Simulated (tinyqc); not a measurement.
## Thermal resistances of a two-die stack

Inverse problem. Heat leaves through the lower die only, and the system is linear. Find the resistance R1 from the lower die to the coolant, R2 between the dies, and the rise of the upper die when both are powered.

Values chosen for this exercise: power of the lower die P1 = 41 W; power of the upper die P2 = 22 W.

rises of the lower and upper die with only the lower one powered (K): 29.52  29.52
rises of the lower and upper die with only the upper one powered (K): 15.84  20.46

Solution. With only the lower die powered no heat crosses R2, so both dies rise by P1 R1; the difference in the second test is P2 R2; rises add.

R1 = 0.720 K/W
R2 = 0.210 K/W
rise of the upper die = 50.0 K

tinyqc, about 0.04 s, one thread, Intel Xeon 2.30GHz (shared host): `OMP_NUM_THREADS=1 python tinyqc.py 2162199 2162200 out.jsonl`
